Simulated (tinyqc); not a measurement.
Dopant series: competing polymorphs of an oxide film: bulk, surface, grain-boundary, dopant and field terms. Computed by tinyqc, a small Python program. Command: `OMP_NUM_THREADS=1 python tinyqc.py 3031634 3031635 out.jsonl polymorph walk`. One thread of a shared host (Intel(R) Xeon(R) Processor @ 2.30GHz), about 0.01 s of CPU time with the checks.

Phases: monoclinic m (reference), polar orthorhombic o, tetragonal t. Free energies per formula unit (f.u.); 1 J/m^2 x angstrom^3/nm = 6.241509 meV.

Inputs (values chosen for the exercise, for a model oxide):
```
quantity                                    value          unit
energy of the polar phase o over m           80.2      meV/f.u.
energy of the tetragonal phase t over m       105      meV/f.u.
entropy of o over m                        0.0079  meV/(f.u. K)
entropy of t over m                         0.069  meV/(f.u. K)
surface energy of m                          2.67         J/m^2
surface energy of o                          2.15         J/m^2
surface energy of t                          1.83         J/m^2
grain-boundary energy over surface energy    0.46             -
volume per formula unit Omega                33.4    angstrom^3
film thickness h                              5.9            nm
grain radius R                                 13            nm
temperature T                                 300             K
shift of o per % of dopant                   -8.6      meV/f.u.
shift of t per % of dopant                    -18      meV/f.u.
width sigma of ln R                          0.28             -
interlayer thickness (SiO2)                  0.72            nm
```

Geometry: columnar grains in a film.

permittivities of m, o, t: 21  30  36

Method:
- Bulk term b = H - T S + (shift) x, zero for m.
- With G = b + gamma Omega A (b the bulk free energy per formula unit, A the area per volume), two phases i, j cross at A_ij = (b_j - b_i)/(Omega (gamma_i - gamma_j)); o has a window only if A_mo < A_ot.
- Grain radii are log-normal by volume with median R and width sigma; the share with A above A* is that with radius below R*, R* = f_b/(A* - 2/h) (all grains if A* <= 2/h), share = (1/2) erfc[-ln(R*/R)/(sqrt 2 sigma)]. Effective permittivity of a layer of thickness h built of such grains, taken in parallel: sum of share x eps; EOT = interlayer + 3.9 h/eps.

Against dopant content:
```
x (%)  A_mo (1/nm)  A_ot (1/nm)  share m  share o  share t
0.0        0.71797       0.0970  1.00000        0   0.0000
1.0        0.63864      -0.0439  0.65722        0   0.3428
2.0        0.55930      -0.1848  0.00000        0   1.0000
3.0        0.47997      -0.3257  0.00000        0   1.0000
4.0        0.40064      -0.4667  0.00000        0   1.0000
5.0        0.32130      -0.6076  0.00000        0   1.0000
6.5        0.20230      -0.8189  0.00000        0   1.0000
8.0        0.08330      -1.0303  0.00000        0   1.0000
10.0      -0.07537      -1.3121  0.00000        0   1.0000
```

The dopant lowers t by 18 and o by 8.6 meV per %, so A_ot falls faster than A_mo. The share of o stays under 2 % at every content listed. t holds the majority from x = 2 % on.

Extremes, crossings and ranges named in words are read from the listed rows.
